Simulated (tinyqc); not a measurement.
Hot carriers by balance equations with a heated Maxwellian: one step, computed by the program tinyqc.

The carriers follow a Maxwellian at an electron temperature T_e, slightly displaced; the drift energy is neglected against k_B T_e. The balance averages the rate, not the time, so mu_0 lies below the relaxation-time value.

Task: Equilibrium values. Parabolic band: E = hbar^2 k^2/(2 m), speed v = hbar k/m, states per spin, volume and energy g(E) = m k/(2 pi^2 hbar^2). Masses are multiplied by m_0 and all formulas are in SI units. Phonon occupation N_q = 1/(exp(hbar w/(k_B T)) - 1). Acoustic deformation potential (elastic, equipartition, absorption and emission together): 1/tau = 2 pi k_B T D_A^2 g(E)/(hbar rho v_l^2). Optical or intervalley deformation potential: 1/tau = (pi Z_f D_o^2/(rho w)) [N_q g(E + hbar w) + (N_q + 1) g(E - hbar w)], with g = 0 below the band edge. Averages over the Maxwellian, <y> = int y x^(1/2) exp(-x) dx / int x^(1/2) exp(-x) dx with x = E/(k_B T_e), split at x_0 = hbar w/(k_B T_e): 64 Gauss-Legendre points in sqrt(x) below it and 128 in sqrt(x - x_0) above it, up to x = 32. Momentum balance: mu(T_e) = e/(m nu), nu = <x (sum of rates)>/<x>. Power lost per carrier: P(T_e) = hbar w <emission rate - absorption rate> + <(2 m v_l^2/(k_B T)) (E - 2 k_B T) acoustic rate>. Energy relaxation time at weak heating: tau_E = (3/2) k_B / (dP/dT_e), the derivative by a central difference of +/- 0.5 K at T_e = T.

Inputs (values chosen for the exercise, for a model non-polar semiconductor): effective mass m = 0.386 m_0; density rho = 5730 kg/m^3; sound velocity v_l = 7190 m/s; acoustic deformation potential D_A = 5 eV; phonon energy hbar w = 44.9 meV; optical or intervalley deformation potential D_o = 3.1 1e8 eV/cm; final valleys Z_f = 2; lattice temperature T = 300 K.

Band: parabolic. Solver: Newton.

Constants: k_B = 8.617333262e-05 eV/K; k_B = 1.380649e-23 J/K; e = 1.602176634e-19 C; hbar = 1.054571817e-34 J s; m_0 = 9.1093837015e-31 kg; hbar = 6.582119569e-16 eV s.

Give: low-field mobility mu_0; energy relaxation time tau_E.

Result:

low-field mobility mu_0 = 4206 cm^2/(V s)

energy relaxation time tau_E = 3.948 ps

tau_E is 4.28 times the momentum relaxation time m mu_0/e: energy is lost more slowly than direction, which is why carriers heat.
